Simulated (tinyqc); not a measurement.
Anisotropic wet etching of Si(100): plane rates, V-grooves, membranes and undercut. Changing the misalignment of the mask. Computed by tinyqc, a small Python program. Command: `OMP_NUM_THREADS=1 python tinyqc.py 3012894 3012895 out.jsonl wetetch sweep`. One thread of a shared host (Intel(R) Xeon(R) Processor @ 2.30GHz), about 0.01 s of CPU time with the checks.

A long slot opens the mask on a (100) wafer. The floor etches at R100; (111) walls stand at theta = arctan(sqrt2) = 54.7356 degrees to the surface and recede at R111 along their normal.

Inputs (values chosen for the exercise, close to those used for tetramethylammonium hydroxide solutions):
```
quantity                                                                    value    unit
prefactor k0 of the (100) rate                                            7.7e+08  um/min
activation energy of (100), E                                                0.62      eV
ratio (100)/(111) at 80 C                                                      14       -
extra energy of (111), dE                                                   0.075      eV
ratio (100)/oxide at 80 C                                                    2500       -
extra energy of the oxide, dE_ox                                             0.25      eV
corner undercut rate over (100) rate, c                                         3       -
bath temperature T                                                             65       C
width w (mask opening along <110>, or membrane width in the design step)      150      um
etch time t                                                                    43     min
wafer thickness d                                                             380      um
membrane thickness wanted                                                     8.2      um
```

Constants: k_B = 8.617333262e-05 eV/K.

Method:
- R100 = k0 exp(-E/(k_B T)); a ratio given at 80 C scales as exp[(extra energy/k_B)(1/T - 1/353.15 K)]; R111 and R_ox follow by division.
- Temperatures in kelvin are T(C) + 273.15.
- A misaligned edge exposes ledges and adds R100 sin(misalignment) to the lateral rate (a simple estimate): u = R111/sin(theta) + R100 sin(misalignment). Top width W = w + 2 u t; floor width b = W - 2 z/tan(theta) = W - sqrt2 z. The floor lasts until b = 0, at t_V = w/(sqrt2 R100 - 2u); depth z = R100 t before t_V and W/sqrt2 after.
- Etch depth d - membrane, time = depth/R100; for a membrane as wide as w the opening must be w + sqrt2 depth - 2 u time; oxide mask consumed R_ox x time; a 1 K error changes the depth by the fraction E/(k_B T^2); a convex mask corner, such as that of a mesa, would retreat by c x depth.

One run for each value:
```
misalignment of the mask (degrees)  lateral rate u (um/min)  top width W (um)  opening needed (um)
0.0                                                0.034711            152.99               617.49
0.1                                                0.035484            153.05               616.19
0.2                                                0.036256            153.12               614.89
0.5                                                0.038574            153.32               611.00
1.0                                                0.042436            153.65               604.51
1.5                                                0.046297            153.98               598.02
2.0                                                0.050158            154.31               591.54
3.0                                                0.057876            154.98               578.57
5.0                                                0.073288            156.30               552.68
```

Describe and explain the trends.

Over the rows, lateral rate u (um/min) rises from 0.0347 to 0.0733; top width W (um) rises from 153 to 156; opening needed (um) falls from 617 to 553. Misalignment matters once sin(angle) reaches R111/(R100 sin theta), so a high anisotropy demands tight alignment.

Caution (all rows): rates also depend on concentration, doping, additives and stirring, all held fixed here.
